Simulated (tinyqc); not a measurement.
A transmission-line measurement read back: specific resistance of a metal-semiconductor contact and its transmission-line measurement. Computed by tinyqc, a small Python program. Command: `OMP_NUM_THREADS=1 python tinyqc.py 3007334 3007335 out.jsonl contact walk`. One thread of a shared host (Intel(R) Xeon(R) Processor @ 2.30GHz), about 0.01 s of CPU time with the checks.

The barrier is parabolic (depletion approximation), energies E are normal energies counted from the band edge in the neutral semiconductor (downwards for holes), and the bias is zero. xi is an input, held fixed when other inputs move.

Inputs (values chosen for the exercise, modelled on n-type silicon):
```
quantity,value,unit
tunnelling mass m,0.32,m_0
permittivity eps,11.7,-
Richardson constant A*,110,A/(cm^2 K^2)
barrier height phi_B,0.54,eV
doping N,6.8e+19,1/cm^3
"Fermi level above the band edge in the bulk, xi",0.051,eV
temperature T,200,K
sheet resistance R_sh,430,ohm
contact length d,9.4,micrometre
contact width W,32,micrometre
```

Image-force lowering: included.

Constants: hbar = 1.054571817e-34 J s; eps_0 = 8.8541878128e-12 F/m; m_0 = 9.1093837015e-31 kg; k_B = 8.617333262e-05 eV/K; e = 1.602176634e-19 C.

Method:
- E_00 = (e hbar/2) sqrt(N/(eps eps_0 m)); band bending E_b = phi_B + xi; depletion width w = sqrt(2 eps eps_0 E_b/(e^2 N)). Image lowering d_phi = (e^3 N E_b/(8 pi^2 (eps eps_0)^3))^(1/4) (E_b in volts), and E_b - d_phi replaces E_b everywhere except in w.
- WKB transmission for E < E_b, with a = E/E_b: D = exp{-(E_b/E_00) [sqrt(1 - a) - a ln((1 + sqrt(1 - a))/sqrt(a))]}; D = 1 above.
- At zero bias 1/rho_c = (e A*/k_B^2) int D(E) f(E) dE, f = 1/(1 + exp((E - xi)/k_B T)); 200 Gauss-Legendre points from 0 to E_b, and k_B T ln(1 + exp((xi - E_b)/k_B T)) for the part above the barrier; the share of tunnelling is the part below.
- Transmission-line model: transfer length L_T = sqrt(rho_c/R_sh); R_c = (R_sh L_T/W) coth(d/L_T). Limits: rho_c/(W d) for d << L_T, sqrt(rho_c R_sh)/W for d >> L_T.
- Transmission-line model: transfer length L_T = sqrt(rho_c/R_sh); R_c = (R_sh L_T/W) coth(d/L_T). Two contacts a gap s apart give R = 2 R_c + R_sh s/W. A straight-line fit gives R_sh from the slope and R_c from the intercept; the simple reading takes L_x = R_c W/R_sh as the transfer length and rho_c = R_sh L_x^2.

R_c W = 47.0551 ohm micrometre

contact resistance R_c = 1.47047 ohm

specific contact resistance rho_c = 5.14927e-08 ohm cm^2

Resistances:
```
gap s (micrometre),R (ohm)
0.11,4.419
0.22,5.897
0.44,8.853
0.88,14.766
1.80,27.128
```

L_x = 0.10943 micrometre

rho_c by the simple reading = 5.1493e-08 ohm cm^2

simple reading over true value = 1

The simple reading is right, since coth(d/L_T) is 1 for so long a contact.
